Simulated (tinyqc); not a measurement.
A finite superlattice with mass mismatch, transfer matrices: one step of the calculation.

One electron of energy E comes from the left lead (band edge 0); no transverse momentum. Parabolic bands, masses in units of m0, C = hbar^2/(2 m0); psi and psi'/m are continuous at every interface. N periods of a barrier d1 followed by a well Lw; the right lead equals the left one.

Question. N periods by the Chebyshev identity. x = (M11 + M22)/2 of one period. For |x| < 1 the energy lies in a miniband and cos(th) = x; for |x| > 1 it lies in a gap and cosh(g) = |x|. M^N = U_(N-1)(x) M - U_(N-2)(x) 1, with U_n = sin((n + 1) th)/sin th in a band and sign(x)^n sinh((n + 1) g)/sinh g in a gap.

Values chosen for this exercise:

| symbol | value | unit | meaning |
|---|---|---|---|
| N | 7 |  | number of periods |

M of one period:

|  | 1 | 2 |
|---|---|---|
| 1 | -1.2301181 | -0.15100265 |
| 2 | 1.7532930 | -0.59770531 |

Wanted: x; th (rad); U_(N-1); U_(N-2); M^N.

Answer.

x = -0.9139
th (rad) = 2.724
U_(N-1) = 0.5274
U_(N-2) = -1.459

M^N:

|  | 1 | 2 |
|---|---|---|
| 1 | 0.8100 | -0.07964 |
| 2 | 0.9247 | 1.144 |

The energy lies in a miniband.

Computed by the program tinyqc: `OMP_NUM_THREADS=1 python tinyqc.py 2560043 2560044 out.jsonl`, one thread of a shared Intel Xeon 2.30GHz, about 0.01 s for the whole run.
